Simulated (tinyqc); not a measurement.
One-electron ion in a basis of Gaussians, step by step. One step of it, computed by the program tinyqc.

Problem. Generalised eigenproblem. Solve H C = S C e through S^(-1/2); each column has its largest component positive (the first on a tie).

H = T + V (hartree), lower triangle:
```
           1          2          3          4           5
1  -3.432453
2  -3.813171  -3.608190
3  -3.907493  -3.794332   2.047492
4  -3.506217  -5.093055   3.368882  31.906871
5  -2.865811  -5.405707  -2.694006  39.739250  150.502639
```

S, lower triangle:
```
          1         2         3         4         5
1  1.000000
2  0.778085  1.000000
3  0.415839  0.777963  1.000000
4  0.186720  0.415887  0.778143  1.000000
5  0.078755  0.186689  0.415927  0.778012  1.000000
```

Give: eigenvalues of S; eigenvalues; coefficients.

Solution.

eigenvalues of S: 0.035  0.138  0.473  1.368  2.986

eigenvalues (hartree): -4.494  1.115  18.338  85.130  332.910

coefficients:
```
       1       2       3       4       5
1  0.521   1.525  -0.903   0.416  -0.197
2  0.417  -1.461   2.310  -1.338   0.643
3  0.149   0.048  -2.022   2.448  -1.398
4  0.032  -0.080   0.222  -2.121   2.302
5  0.013  -0.003  -0.076   0.192  -1.892
```

For Z = 3 and l = 0 the exact lowest level is -Z^2/(2 n^2) with n = l + 1: -4.500000 hartree.
